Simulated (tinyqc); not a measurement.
Inside a calculation: carrier statistics of a doped semiconductor with parabolic bands. Values are carried at full precision from step to step, so a last printed digit may differ when a step is redone from the rounded ones.

Constants: kB = 8.617333262e-05 eV/K; hbar^2/2m0 = 3.80998211 eV angstrom^2.

Values chosen for the exercise (near those of Ge; the results hold for these values, not for the real material):
- Eg0 = 0.7472 eV (gap at 0 K)
- al = 0.000465 eV/K (Varshni alpha)
- be = 242 K (Varshni beta)
- T = 520 K
- ml = 1.64 m0 (longitudinal electron mass)
- mt = 0.0833 m0 (transverse electron mass)
- Mv = 4 (equivalent valleys)
- mhh = 0.323 m0 (heavy-hole mass)
- mlh = 0.044 m0 (light-hole mass)
- ND = 3.1e+14 1/cm^3 (donors)
- NA = 4.6e+13 1/cm^3 (acceptors)
- ED = 0.0121 eV (donor level below Ec)
- EA = 0.0112 eV (acceptor level above Ev)

## Gap and thermal energy

Eg(T) = Eg0 - al T^2/(T + be) (Varshni).

Eg = 0.58219 eV
kT = 0.044810 eV

The gap has shrunk by 165.0 meV from 0 K and is 13.0 kT wide.

## Effective densities of states

m_de = Mv^(2/3) (ml mt^2)^(1/3); m_dh = (mhh^(3/2) + mlh^(3/2))^(2/3); N = 2 (m kB T/(4 pi c))^(3/2) with c = hbar^2/2m0, in 1/angstrom^3; times 1e24 for 1/cm^3.

m_de = 0.5668 m0
m_dh = 0.3337 m0
Nc = 2.4436e+19 1/cm^3
Nv = 1.1041e+19 1/cm^3

The light holes supply 4.8 % of Nv, and Nc/Nv = 2.21.

## Intrinsic density and level

With Boltzmann statistics ni = sqrt(Nc Nv) exp(-Eg/2kT) and Ei = Eg/2 + (kT/2) ln(Nv/Nc), counted from Ev.

ni = 2.48e+16 1/cm^3
Ei = 0.2733 eV

Ei lies 17.8 meV below midgap, towards the band with the smaller density of states.

## Neutrality by bisection

Energies are counted from Ev, so Ec = Eg. n = Nc F_1/2((EF - Eg)/kT), p = Nv F_1/2(-EF/kT), ND+ = ND/(1 + 2 exp((EF - Eg + ED)/kT)), NA- = NA/(1 + 4 exp((EA - EF)/kT)); neutrality asks p + ND+ = n + NA-. F_j(eta) = (1/Gamma(j + 1)) integral_0^infinity x^j dx/(1 + exp(x - eta)), which tends to exp(eta) for eta << 0.

Start from the bracket [-0.2 eV, Eg + 0.2 eV]; at the midpoint EF take the sign of p + ND+ - n - NA-; where it is positive EF must rise. Fourteen steps are shown.

Bisection (eV, 1/cm^3):
```
step       low     high       EF         n         p       ND+       NA-  sign
1     -0.20000  0.78219  0.29110  3.69e+16  1.67e+16  3.09e+14  4.56e+13     -
2     -0.20000  0.29110  0.04555  1.54e+14  3.57e+18  3.10e+14  1.61e+13     +
3      0.04555  0.29110  0.16832  2.38e+15  2.56e+17  3.10e+14  4.11e+13     +
4      0.16832  0.29110  0.22971  9.37e+15  6.54e+16  3.10e+14  4.46e+13     +
5      0.22971  0.29110  0.26040  1.86e+16  3.30e+16  3.09e+14  4.53e+13     +
6      0.26040  0.29110  0.27575  2.62e+16  2.35e+16  3.09e+14  4.55e+13     -
7      0.26040  0.27575  0.26808  2.21e+16  2.78e+16  3.09e+14  4.54e+13     +
8      0.26808  0.27575  0.27191  2.40e+16  2.55e+16  3.09e+14  4.55e+13     +
9      0.27191  0.27575  0.27383  2.51e+16  2.45e+16  3.09e+14  4.55e+13     -
10     0.27191  0.27383  0.27287  2.45e+16  2.50e+16  3.09e+14  4.55e+13     +
11     0.27287  0.27383  0.27335  2.48e+16  2.47e+16  3.09e+14  4.55e+13     +
12     0.27335  0.27383  0.27359  2.49e+16  2.46e+16  3.09e+14  4.55e+13     -
13     0.27335  0.27359  0.27347  2.49e+16  2.47e+16  3.09e+14  4.55e+13     +
14     0.27347  0.27359  0.27353  2.49e+16  2.46e+16  3.09e+14  4.55e+13     -
```

Each step halves the bracket, which is 0.120 meV wide at the last row.

## The neutral state

Solve the neutrality condition for EF to convergence.

EF = 0.2735 eV
n = 2.49e+16 1/cm^3
p = 2.46e+16 1/cm^3
ND+ = 3.09e+14 1/cm^3
NA- = 4.55e+13 1/cm^3

The material is nearly intrinsic; 99.7 % of the donors are ionised. EF lies 6.89 kT inside the gap from the conduction edge, so Boltzmann statistics would serve; n p/(Nc Nv exp(-Eg/kT)) = 0.999.

## Checks

- F_1/2(1) by the trapezoid rule against adaptive quadrature: both 1.575641.
- Positive against negative charge at the solution (1/cm^3): both 2.49516e+16.

Run: tinyqc, `OMP_NUM_THREADS=1 python tinyqc.py 1681374 1681375 out.jsonl`; Intel(R) Xeon(R) Processor @ 2.30GHz, one thread, shared host; about 0.01 s of CPU time with all checks.
